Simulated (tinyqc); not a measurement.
MOS inversion layer, Poisson-Schroedinger loop: effect of the temperature.

Electrons confined at an insulator interface at z = 0, treated as a hard wall; parabolic valleys, Hartree approximation, no image or exchange terms. The depletion charge lies far deeper than the electrons and gives a uniform field q Nd/(eps0 eps_r); the gate balances all charge. Energies are counted from the band edge at the interface.

Schroedinger equation -(C/mz) psi'' + (V0 + U) psi = E psi, C = hbar^2/(2 m0), psi(0) = 0, on a uniform mesh of 800 nodes with a far wall at 48 nm, 8 levels a set; V0 = q Nd z/(eps0 eps_r); dU/dz = q (Ns - integral of n from 0 to z)/(eps0 eps_r), U(0) = 0; N_k = g md m0 q Vt/(pi hbar^2) ln(1 + exp((EF - E_k)/Vt)), g the number of valleys of the set, sum N_k = Ns. Triangular well: E_k = a_k (C F^2/mz)^(1/3), a_1 = 2.338107, a_2 = 4.087949, C = hbar^2/(2 m0), F in eV/nm. Fang-Howard (all electrons in the lowest level of set A): b^3 = 6 (mz1/C) q (Nd + 11 Ns/32)/(eps0 eps_r), centroid 3/b, level C b^2/(4 mz1) + (3/b) q (Nd + 11 Ns/16)/(eps0 eps_r). The centroid adds 3.9 z_av/eps_r to an oxide-equivalent thickness. Shares under 0.0001 % are printed as 0.

Parameters, values chosen for the exercise; masses and permittivity close to those of In0.53Ga0.47As: relative permittivity eps_r = 13.9; mass along z of valley set A (1 valley(s)) mz1 = 0.0413 m0; in-plane density-of-states mass of set A md1 = 0.0402 m0; sheet density of electrons Ns = 1.8e12 cm^-2; sheet density of depletion charge Nd = 8.1e11 cm^-2.

Constants: q = 1.602176634e-19 C, kB = 1.380649e-23 J/K, hbar = 1.054571817e-34 J s, m0 = 9.1093837015e-31 kg, Vt = kB T/q, eps0 = 8.8541878128e-14 F/cm where lengths are in cm, hbar^2/(2 m0) = 0.0380998212 eV nm^2. Results are converted to the units shown.

The same in every row: Fang-Howard centroid (nm) = 6.07.

Result of one run:
```
A1 (meV)	A2 (meV)	EF (meV)	share of A1 (%)	share of A2 (%)	centroid z_av (nm)	added oxide equivalent (nm)
213	315	315	95.3	4.67	5.91	1.66
```

Which temperature T gave this result: 20, 50, 77, 120 or 500 K?

T = 77 K.

The whole series:
```
T (K)	A1 (meV)	A2 (meV)	EF (meV)	share of A1 (%)	share of A2 (%)	centroid z_av (nm)	added oxide equivalent (nm)
20	213	314	317	96.8	3.20	5.84	1.64
50	213	314	316	96.1	3.87	5.87	1.65
77	213	315	315	95.3	4.67	5.91	1.66
120	213	316	314	93.9	6.05	5.98	1.68
200	214	317	312	91.2	8.62	6.11	1.72
300	214	320	308	87.5	11.6	6.32	1.77
400	215	323	302	83.6	14.0	6.58	1.84
500	216	326	295	79.8	15.9	6.86	1.93
```

As T goes from 20 to 500, A1 rises from 213 to 216 meV, the share of A1 falls from 96.8 to 79.8 % and the centroid rises from 5.84 to 6.86 nm. The Fang-Howard centroid is 3.9 % above the full one in the first row, where A1 holds 96.8 %, and 12 % below it in the last, where A1 holds 79.8 %. In every row the energies exceed 0.25 eV, where non-parabolicity matters for so light a mass.

Computed by the program tinyqc: `OMP_NUM_THREADS=1 python tinyqc.py 2160148 2160149 out.jsonl`, one thread of a shared Intel Xeon 2.30GHz, about 0.5 s for the whole run.
